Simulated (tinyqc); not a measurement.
Electron continuity equation in a given potential, Scharfetter-Gummel discretisation: one step of the calculation.

Steady state in one dimension: J = q mu n E + q D dn/dx with E = -dpsi/dx and D = mu Vt, dJ/dx = 0, fixed densities nL and nR at the ends. The potential is given, psi = U (x/L)^2, and is not changed by the electrons.

Task. Densities and current. B(d_i) and B(-d_i) are the Bernoulli factors of the potential steps, b and f the diagonal and right side. Solve B(-d_(i-1)) n_(i-1) + b_i n_i + B(d_i) n_(i+1) = f_i (end values already in f), then J_i = (q D/h) [n_(i+1) B(d_i) - n_i B(-d_i)], h = L/10, D = mu Vt.

Inputs (values chosen for the exercise); mobility close to that of In0.53Ga0.47As at room temperature: temperature T = 300 K; electron mobility mu = 11200 cm^2/(V s); length of the region L = 0.18 um; density at x = 0 nL = 2e12 cm^-3; density at x = L nR = 3.4e13 cm^-3.

Constants: q = 1.602176634e-19 C, kB = 1.380649e-23 J/K, Vt = kB T/q. Results are converted to the units shown.

| interval | B(d_i) | B(-d_i) |
|---|---|---|
| 0 | 1.0411656 | 0.95993401 |
| 1 | 1.1267915 | 0.88309660 |
| 2 | 1.2167885 | 0.81063032 |
| 3 | 1.3111108 | 0.74248941 |
| 4 | 1.4096909 | 0.67860629 |
| 5 | 1.5124407 | 0.61889281 |
| 6 | 1.6192530 | 0.56324181 |
| 7 | 1.7300034 | 0.51152898 |
| 8 | 1.8445526 | 0.46361496 |
| 9 | 1.9627485 | 0.41934759 |

| node | diagonal b | right side f (cm^-3) |
|---|---|---|
| 1 | -1.9242622 | -1.9198680e12 |
| 2 | -1.9374218 | 0 |
| 3 | -1.9592779 | 0 |
| 4 | -1.9897171 | 0 |
| 5 | -2.0285837 | 0 |
| 6 | -2.0756825 | 0 |
| 7 | -2.1307819 | 0 |
| 8 | -2.1936183 | 0 |
| 9 | -2.2639002 | -6.6733449e13 |

Find: n; J.

Result.

| node | n (cm^-3) |
|---|---|
| 0 | 2.0000e12 |
| 1 | 5.0335e13 |
| 2 | 8.4255e13 |
| 3 | 9.7623e13 |
| 4 | 9.3791e13 |
| 5 | 8.0964e13 |
| 6 | 6.6512e13 |
| 7 | 5.4315e13 |
| 8 | 4.5243e13 |
| 9 | 3.8742e13 |
| 10 | 3.4000e13 |

| interval | J (A/cm^2) |
|---|---|
| 0 | 1301.2 |
| 1 | 1301.2 |
| 2 | 1301.2 |
| 3 | 1301.2 |
| 4 | 1301.2 |
| 5 | 1301.2 |
| 6 | 1301.2 |
| 7 | 1301.2 |
| 8 | 1301.2 |
| 9 | 1301.2 |

Range of the model: The drift velocity mu E exceeds 1e7 cm/s somewhere, where real mobilities no longer stay constant.

tinyqc, about 0.01 s, one thread, Intel Xeon 2.30GHz (shared host): `OMP_NUM_THREADS=1 python tinyqc.py 2220028 2220029 out.jsonl`
